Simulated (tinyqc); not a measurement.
# Gate voltage for a given inversion charge

Problem. p-type body, charge-sheet picture, depletion and inversion only, full ionisation (an idealisation for deep acceptors), Boltzmann statistics (rough once Na exp(x - xn) passes about Nc/7). In units of Vt: xg = (Vg - Vfb)/Vt, x = psi/Vt, G = gamma/sqrt(Vt), xn = (2 phiF + Vc)/Vt. The implicit equation is (xg - x)^2 = G^2 [x - 1 + exp(x - xn)] for x above about 3. Cox = eps0 eox/tox. ni = sqrt(Nc Nv) exp(-Eg/(2 Vt)), Eg in volts; phiF = Vt ln(Na/ni); gamma = sqrt(2 q eps0 eps_r Na)/Cox. N_inv = (Cox Vt G/q) [sqrt(x - 1 + exp(x - xn)) - sqrt(x - 1)]. Find x - xn, psi and Vg.

Values chosen for this exercise; band and dielectric values close to those of 4H silicon carbide: temperature T = 300 K; band gap Eg = 3.27 eV; relative permittivity eps_r = 9.51; conduction-band density of states at T Nc = 1.67e19 cm^-3; valence-band density of states at T Nv = 2.54e19 cm^-3; relative permittivity of the gate insulator (close to silicon dioxide) eox = 3.9; insulator thickness tox = 2 nm; acceptor density Na = 1.5e17 cm^-3; flat-band voltage Vfb = -0.61 V; channel-body voltage Vc = 1 V.

Constants: q = 1.602176634e-19 C, kB = 1.380649e-23 J/K, Vt = kB T/q, eps0 = 8.8541878128e-14 F/cm where lengths are in cm. Results are converted to the units shown.

N_inv = 1.1e10 cm^-2

Solution. N_inv rises steadily with x, so it fixes x; the implicit equation then gives xg directly.

x - xn = 0.3060
psi = 4.023 V
Vg = 3.647 V

Computed by the program tinyqc: `OMP_NUM_THREADS=1 python tinyqc.py 2122184 2122185 out.jsonl`, one thread of a shared Intel Xeon 2.30GHz, about 0.01 s for the whole run.
